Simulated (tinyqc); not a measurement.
What moves the zone average: special k points of the simple cubic lattice.

Lattice vectors in units of a: a1 = (1, 0, 0), a2 = (0, 1, 0), a3 = (0, 0, 1); reciprocal vectors b_i with a_i . b_j = 2 pi delta_ij. Mesh: k = sum_i f_i b_i with f_i = (2 j_i + shift)/(2 N), j_i = 0 .. N-1. The point group of the lattice has 48 operations; only those that map the mesh onto itself are used.

A_m(k) = sum over the m-th star of lattice vectors R of cos(k . R), stars in order of length: m = 1: |R|^2 = 1, 6 vectors, such as (1, 0, 0) in the basis a_i; m = 2: |R|^2 = 2, 12 vectors, such as (1, 1, 0) in the basis a_i; m = 3: |R|^2 = 3, 8 vectors, such as (1, 1, 1) in the basis a_i; m = 4: |R|^2 = 4, 6 vectors, such as (2, 0, 0) in the basis a_i; m = 5: |R|^2 = 5, 24 vectors, such as (2, 1, 0) in the basis a_i; m = 6: |R|^2 = 6, 24 vectors, such as (2, 1, 1) in the basis a_i. The zone mean of every A_m is zero.

Test function, the lower band of a two-band insulator: E(k) = -sqrt(D^2 + (e0 - t A_1(k))^2).

Values chosen for the exercise:
- D = 0.83 eV (half gap term)
- t = 0.56 eV (coupling)
- e0 = 1.04 eV (offset)
- N = 4 (points along each reciprocal vector)
- shift = 1 (half steps)

Mean of E over the mesh, and its error against the unshifted mesh with N = 24.

One parameter was then changed.

Results before and after:
```
case     mean (eV)  error (meV)  irreducible points
base       -1.7151         3.39                   4
changed    -1.7197        -1.30                  10
```

Which of these changes was made? (a) N = 5; (b) t = 0.728 eV; (c) D = 0.581 eV; (d) shift = 0.
Answer: (a) N = 5. Of the candidates, run in turn, only this one gives the changed row.

All candidates:
```
case          mean (eV)  error (meV)  irreducible points
base            -1.7151         3.39                   4
N = 5           -1.7197        -1.30                  10
shift = 0       -1.7160         2.42                  10
D = 0.581 eV    -1.5728         8.77                   4
t = 0.728 eV    -1.9501        11.48                   4
```

(tinyqc, `OMP_NUM_THREADS=1 python tinyqc.py 1682056 1682057 out.jsonl`, Intel(R) Xeon(R) Processor @ 2.30GHz, 1 thread, shared host, about 0.1 s.)
